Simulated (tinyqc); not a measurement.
# Deal-Grove kinetics of thermal oxidation of silicon, step by step

A worked calculation. Computed by tinyqc, a small Python program that keeps every step. Command: `OMP_NUM_THREADS=1 python tinyqc.py 3022038 3022039 out.jsonl oxide walk`. One thread of a shared host (Intel(R) Xeon(R) Processor @ 2.30GHz), about 0.09 s of CPU time with the checks. Intermediate numbers are printed to about 6 digits and carried at full precision; extremes and crossings named in words are read from the listed rows.

Oxidant diffuses through the oxide and reacts at the interface, so that dx/dt = B/(A + 2x) for the oxide thickness x.

Inputs (values chosen for the exercise, close to those used for silicon): prefactor B0 = 871 um^2/h; activation energy E_B = 1.22 eV; prefactor (B/A)0 = 3.56e+06 um/h; activation energy E_A = 2 eV; temperature T = 1200 C; oxidant pressure p = 5 atm; pressure exponent m of B/A = 0.78; initial oxide x_i = 0.025 um; time t = 0.74 h; ratio c of the extra rate to B/A = 4.7; decay length L = 0.0073 um.

Ambient: dry oxygen. Surface: (100). Extension: thin-film term.

Constants: k_B = 8.617333262e-05 eV/K.

## Rate constants

B = B0 p exp(-E_B/(k_B T)), B/A = (B/A)0 p^m exp(-E_A/(k_B T)), p in atm; A = B/(B/A). Temperatures in kelvin are T(C) + 273.15.

parabolic constant B = 0.291917 um^2/h

linear constant B/A = 1.79667 um/h

length A = 0.162477 um

Reaction at the interface limits growth while x is well below A/2 = 0.0812 um, diffusion once x is well above it.

## Thickness after the oxidation

tau = (x_i^2 + A x_i)/B and x = (A/2) [sqrt(1 + 4 B (t + tau)/A^2) - 1], the root of x^2 + A x = B (t + tau). Silicon consumed is 0.44 times the oxide grown; the rate is B/(A + 2x).

tau = 0.0160557 h

oxide thickness x = 0.395527 um

silicon consumed = 0.163032 um

final growth rate = 0.306143 um/h

2x/A = 4.87: diffusion through the oxide limits the rate.

## Full law against its linear and parabolic limits

Linear limit x = (B/A)(t + tau); parabolic limit x = sqrt(B (t + tau)).

Thickness (um):
```
t (h)     full  linear limit  parabolic limit     2x/A
0.05   0.07964   1.18680e-01          0.13886   0.9803
0.1    0.11995   2.08513e-01          0.18406   1.4766
0.25   0.20905   4.78013e-01          0.27869   2.5733
0.5    0.31530   9.27180e-01          0.38813   3.8812
1      0.46940   1.82551e+00          0.54461   5.7781
2      0.69020   3.62218e+00          0.76715   8.4960
4      1.00456   7.21551e+00          1.08275  12.3655
8      1.45063   1.44022e+01          1.52971  17.8564
16     2.08254   2.87755e+01          2.16226  25.6350
32     2.97697   5.75222e+01          3.05713  36.6448
```

Both limits lie above the full result, since each drops one resistance. The linear law overshoots by 49 % in the first row and 1800 % in the last, the parabolic law by 74 % and 2.7 %. The better limit switches between 0.05 and 0.1 h; both give the same value where B (t + tau) = A^2, at 2x/A = sqrt5 - 1 = 1.24.

## A single trial Runge-Kutta step of the thin-film equation

With f(x) = B/(A + 2x) + c (B/A) exp(-x/L) and h = L/(4 f(x_i)): k1 = f(x_i), k2 = f(x_i + h k1/2), k3 = f(x_i + h k2/2), k4 = f(x_i + h k3), x = x_i + h (k1 + 2 k2 + 2 k3 + k4)/6.

step h = 0.00110685 h

k1 to k4 (um/h): [1.64883, 1.60482, 1.60594, 1.56680]

x after the step = 0.0267778 um

## Thickness with the thin-film term

Thin-film (Massoud) form: dx/dt = B/(A + 2x) + c (B/A) exp(-x/L), integrated from x_i by fourth-order Runge-Kutta in 2000 steps, the i-th of length (2 i - 1) t/2000^2.

thickness with the thin-film term = 0.395868 um

The extra term adds 0.341 nm to the Deal-Grove value.

## What the thin-film term adds

The formulas are those given above.

Thickness:
```
t (h)  Deal-Grove (um)  with the term (um)  difference (nm)
0.02           0.04962             0.05080          1.17882
0.05           0.07964             0.08065          1.00721
0.1            0.11995             0.12076          0.80725
0.3            0.23318             0.23370          0.51716
1              0.46940             0.46970          0.29547
3              0.86059             0.86076          0.17278
10             1.63062             1.63071          0.09506
30             2.87998             2.88003          0.05496
```

The gain reaches at most 1.18 nm among these rows, at 0.02 h, and then shrinks, because the thicker film grows more slowly once diffusion matters. If the base rate kept its starting value B/(A + 2 x_i), the gain would level off at L ln(1 + c (1 + 2 x_i/A) exp(-x_i/L)) = 1.33 nm.

Checks made by the program: closed form against Runge-Kutta integration of dx/dt (relative difference below 1e-10).
